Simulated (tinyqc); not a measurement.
# Growth of a silicide layer between metal and silicon: linear-parabolic kinetics, ramp anneals and Kissinger analysis, step by step

A worked calculation. Computed by tinyqc, a small Python program that keeps every step. Command: `OMP_NUM_THREADS=1 python tinyqc.py 3014389 3014390 out.jsonl silicide walk`. One thread of a shared host (Intel(R) Xeon(R) Processor @ 2.30GHz), about 0.2 s of CPU time with the checks. Intermediate numbers are printed to about 6 digits and carried at full precision; extremes and crossings named in words are read from the listed rows.

One compound layer of thickness x grows by diffusion through itself and reaction at an interface, dx/dt = 1/(2x/K + 1/v), until the metal is used up at x = a h.

Inputs (values chosen for the exercise, modelled on TiSi2): metal thickness h = 40 nm; silicide formed per metal thickness a = 2.51; silicon consumed per metal thickness b = 2.27; prefactor of the parabolic constant K = 2.8e+11 nm^2/s; activation energy E of K = 1.85 eV; prefactor of the interface velocity v = 1.1e+11 nm/s; activation energy E_v = 2.04 eV; temperature T = 700 C; time t = 6.7 s; ramp rate beta = 1 C/s; silicide resistivity = 59 micro-ohm cm; junction depth x_j = 16 nm.

Constants: k_B = 8.617333262e-05 eV/K.

## Final thickness

The silicide ends at the thickness a h.

final thickness = 100.4 nm

## Geometry at full reaction

Silicon consumed b h, sheet resistance rho/(final thickness) with 1 micro-ohm cm/nm = 10 ohm; margin to the junction x_j - b h.

silicon consumed = 90.8 nm

sheet resistance = 5.87649 ohm/square

margin to the junction = -74.8 nm

The silicide would punch through the junction.

## Isothermal growth

K = K0 exp(-E/(k_B T)), v = v0 exp(-E_v/(k_B T)). Temperatures in kelvin are T(C) + 273.15. x^2/K + x/v = t, so x = (K/(2v)) [sqrt(1 + 4 v^2 t/K) - 1], capped at a h; completion time t_c = (a h)^2/K + a h/v, a h being the final thickness; crossover thickness K/v.

K = 73.5060 nm^2/s

v = 2.99626 nm/s

crossover thickness = 24.5326 nm

thickness at time t = 13.0902 nm

completion time = 170.642 s

13 % has reacted. Diffusion makes up 80 % of the completion time. Caution: a disilicide really forms through metal-rich phases and by nucleation, not as one layer from the metal.

## Ramp anneal

Ramp from x = 0 at 100 C at the rate beta: dx/dT = (1/beta)/(2x/K + 1/v), integrated adaptively (tolerance 1e-9) until x = a h at T_f.

completion temperature T_f = 761.989 C

## Kissinger analysis

Plot ln(beta/T_f^2) against 1/(k_B T_f), T_f in kelvin; minus the least-squares slope estimates the activation energy.

Ramps:
```
beta (C/s)  T_f (C)  1/(k_B T_f) (1/eV)  ln(beta/T_f^2)
0.03        625.062             12.9196        -17.1074
0.1         667.878             12.3317        -15.9965
0.3         710.597             11.7962        -14.9867
1           761.989             11.2106        -13.8846
3           813.669             10.6775        -12.8834
10          876.375             10.0951        -11.7916
30          940.020              9.5654        -10.8008
```

Kissinger energy = 1.88017 eV

A thousandfold faster ramp raises the completion temperature by only 315 C. The fit gives 1.880 eV, against E = 1.85 eV for diffusion and E_v = 2.04 eV for the interface: it lies 16 % of the way from E to E_v, as both steps resist. Caution: nucleation and competing phases are left out; disilicides such as CoSi2 and the low-resistance form of TiSi2 start by nucleation and follow this law at best in part.

Checks made by the program: isothermal closed form against integration (relative difference below 1e-10).
